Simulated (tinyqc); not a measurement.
Inside a calculation: two-band k.p model of the X valleys of a zinc-blende crystal. Values are carried at full precision from step to step, so a last printed digit may differ when a step is redone from the rounded ones.

With x = D/D0: for x < 1 the minima lie at k_m = sqrt(ml D0 (1 - x^2)/(4 c)), the hump at X has the height dE = (D0/4)(1 - x)^2 and the mass at the minimum is ml/(1 - x^2); the mass at X is ml/(1 - 1/x), negative for x < 1. For x > 1 the minimum is at X.

Constants: hbar^2/2m0 = 3.80998211 eV angstrom^2; kB = 8.617333262e-05 eV/K.

Inputs chosen for the exercise (of the order of those of cubic SiC; shifted at random, so the results belong to these values and not to a real crystal):
```
symbol  value  unit        meaning
D       3.149  eV          splitting of the two conduction levels at X
D0      1.196  eV          coupling energy
ml      0.425  m0          mass along the axis from remote bands
k       0.059  1/angstrom  wave vector from X
kmax    0.12   1/angstrom  end of the path
mt      0.246  m0          transverse mass
T       300    K           temperature
```

## Shape of the lower band

Give x, k_m, dE and both masses.

x = 2.6329
k_m = 0.00000 1/angstrom
dE = 0.000 meV
mass at the minimum = 0.685 m0
mass at X = 0.685 m0

The splitting wins, so the minimum stays at X, with a mass raised by a factor of 1.61 through the repulsion from the upper band.

## The matrix at one k

k along the valley axis, counted from X, c = hbar^2/2m0, e = c k^2/ml. H = [[e - D/2, i P k], [-i P k, e + D/2]] with P^2 = D0 c/ml, so E = e -/+ sqrt(D^2/4 + D0 e). For D = 0 (diamond lattice) the bands cross at X.

Give P, the matrix, its levels and the weight of the lower X state in the lower band.

P = 3.2744 eV angstrom

H (eV):
```
          1        2
1   -1.5433  0.1932i
2  -0.1932i   1.6057
```

levels (eV): -1.5551  1.6175

weight = 0.9963

## Dispersion along the axis

Nine points; energies of the lower band from its minimum, against a parabola about the minimum with the mass there.

Results:
```
k (1/angstrom)  lower band (meV)  parabola (meV)  gap to the upper band (eV)
0.0000                      0.00            0.00                      3.1490
0.0150                      1.25            1.25                      3.1505
0.0300                      5.01            5.00                      3.1551
0.0450                     11.27           11.26                      3.1628
0.0600                     20.06           20.02                      3.1734
0.0750                     31.39           31.27                      3.1871
0.0900                     45.27           45.03                      3.2037
0.1050                     61.73           61.30                      3.2232
0.1200                     80.80           80.06                      3.2456
```

At kmax the band lies at 80.8 meV and the parabola at 80.1 meV: far from X the curvature returns to 1/ml, so the band is steeper than the parabola of the minimum.

## Thermal masses

Thermal masses along the axis for one X point, lower band, E from the minimum, on 1601 points from -0.8 to 0.8 1/angstrom: density-of-states mass m_d = c I^2/(pi kT), I = integral of exp(-E/kT) dk; conductivity mass m_c = 2 c kT/<(dE/dk)^2> with central differences.

Give m_d, m_c and Nc = 3 x 2 (kT/(4 pi c))^(3/2) mt sqrt(m_d) for three X points; 1 angstrom^-3 = 1e24 cm^-3.

m_d = 0.682 m0
m_c = 0.679 m0
Nc = 1.530e+19 cm^-3

The edge mass is 0.685, and at this temperature the thermal masses hardly differ from it.

## Checks

- Thermal masses without coupling against ml: both 0.4250.

Program tinyqc; command `OMP_NUM_THREADS=1 python tinyqc.py 1850011 1850012 out.jsonl`; about 0.01 s on one thread of a shared Intel(R) Xeon(R) Processor @ 2.30GHz.
